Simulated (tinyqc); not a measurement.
Worked calculation: extended Hueckel theory, for BeH2-. The parameters take no account of the charge, which enters only through the electron count, and nothing here shows that the anion is bound. One step of it, computed by the program tinyqc.

Task: Mulliken analysis. P = C n C^T; charge = valence electrons (H 1, Be 2) minus the sum of (P S)_ii on the atom; overlap population = 2 sum P_ij S_ij between two atoms.

coefficients:
```
               MO1        MO2        MO3       MO4        MO5        MO6
1Be 2s    0.391158   0.000764   0.000000  0.000000   1.247338  -0.053164
1Be 2px   0.000000   0.000000   0.999889  0.014884   0.000000   0.000000
1Be 2py  -0.000974   0.246294   0.000000  0.000000   0.042978   1.613537
1Be 2pz   0.000000   0.000000  -0.014884  0.999889   0.000000   0.000000
2H 1s     0.484333   0.576985   0.000000  0.000000  -0.788912  -0.993668
3H 1s     0.491840  -0.565520   0.000000  0.000000  -0.744659   1.059390
```

occupations: 2.000000  2.000000  0.500000  0.500000  0.000000  0.000000

overlap S, lower triangle:
```
           1Be 2s   1Be 2px    1Be 2py   1Be 2pz     2H 1s     3H 1s
1Be 2s   1.000000
1Be 2px  0.000000  1.000000
1Be 2py  0.000000  0.000000   1.000000
1Be 2pz  0.000000  0.000000   0.000000  1.000000
2H 1s    0.459387  0.000000   0.546705  0.000000  1.000000
3H 1s    0.467886  0.000000  -0.551747  0.000000  0.034429  1.000000
```

Give: charges; Overlap populations.

Result:

charges: 1Be -0.091, 2H -0.458, 3H -0.451

Overlap populations:

| pair | value |
|---|---|
| 2-1 | 0.658668 |
| 3-1 | 0.667709 |
| 3-2 | -0.012130 |
